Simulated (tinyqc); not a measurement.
Worked calculation: coherent transport through a tight-binding region between two chains. One step of it, computed by the program tinyqc.

Problem. Transmission at E = 0.86 eV. Surface Green function g = (E - i sqrt(4 t^2 - E^2)) / (2 t^2); self-energy tc^2 g on each contact site; G = (E - H - Sigma)^(-1); Gamma = -2 Im Sigma; T = Gamma_L Gamma_R |G_LR|^2; local density of states -Im G_ii / pi.

H of the central region (eV), lower triangle:
```
           1          2          3
1  -0.340000
2  -1.260000   0.430000
3   0.000000  -1.870000  -0.770000
```

Leads: semi-infinite chains with site energy 0:
```
parameter                           value
lead hopping t (eV)              2.920000
coupling to the left lead (eV)   0.670000
coupling to the right lead (eV)  0.550000
left contact site                       1
right contact site                      3
```

E = 0.860000 eV

Give: g; G; local density of states; transmission.

Solution.

g = 0.0504-0.3387i 1/eV

G (1/eV), lower triangle:
```
                 1                2               3
1   0.4728-0.0508i
2   0.3457-0.0096i  -0.3242-0.0327i
3  -0.3981+0.0364i   0.3764+0.0140i  0.1817-0.0278i
```

local density of states (1/eV): 0.0162  0.0104  0.0088

transmission = 0.0100
